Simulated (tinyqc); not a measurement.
# Surface Green function of a two-leg ladder, Sancho-Rubio decimation: densities of states against energy

A semi-infinite lead of cells 0, 1, 2, ... with H0 inside a cell and H1 = <cell i|H|cell i + 1>. One rung (site 1 on leg a, site 2 on leg b) is a cell; all hoppings enter with a minus sign. z = E + i eta.

Start with e_s = e = H0, a = H1, b = H1^dagger. Each round: g = (z - e)^(-1); e_s <- e_s + a g b; e <- e + a g b + b g a; a <- a g a; b <- b g b (all with the old a, b). Round k joins cells 2^k apart. Stop when the largest entry of the matrices a and b is below 1e-12 eV; g_s = (z - e_s)^(-1), bulk (z - e)^(-1), density of states -Im Tr/pi. Here eta = 0.01 eV. Open modes are the crossings of E with the bands of H0 + H1 exp(ik) + H1^dagger exp(-ik) for 0 < k < pi.

H0 (eV):

|  | 1 | 2 |
|---|---|---|
| 1 | 0 | -0.82 |
| 2 | -0.82 | -0.2 |

H1 (eV):

|  | 1 | 2 |
|---|---|---|
| 1 | -2.7 | -0.42 |
| 2 | 0 | -2.15 |

Densities of states against energy:

| E (eV) | open modes | rounds | surface (1/eV) | bulk (1/eV) |
|---|---|---|---|---|
| -6.9 | 0 | 6 | 3.466e-4 | 0.001100 |
| -5.72 | 1 | 13 | 0.05144 | 0.1358 |
| -4.54 | 1 | 14 | 0.08706 | 0.08230 |
| -3.36 | 2 | 14 | 0.1587 | 0.2770 |
| -2.18 | 2 | 14 | 0.2269 | 0.1596 |
| -1 | 2 | 14 | 0.2552 | 0.1397 |
| 0.17 | 2 | 14 | 0.2624 | 0.1355 |
| 1.35 | 2 | 14 | 0.2513 | 0.1417 |
| 2.53 | 2 | 14 | 0.2188 | 0.1643 |
| 3.71 | 2 | 14 | 0.1460 | 0.2829 |
| 4.89 | 1 | 13 | 0.06375 | 0.1353 |
| 6.06 | 0 | 6 | 4.549e-4 | 0.001481 |

Read the table: what changes, and by how much?

The bands of the infinite lead run over -6.27 to 3.99, -3.63 to 5.51 eV. The rounds lie between 6 and 14, 6.0 on average outside the bands and 13.8 inside. The surface density of states is largest at E = 0.17 eV among the rows (0.262 1/eV, bulk 0.135).

Program tinyqc, `OMP_NUM_THREADS=1 python tinyqc.py 2680015 2680016 out.jsonl`; Intel Xeon 2.30GHz, shared host, one thread, about 0.06 s.
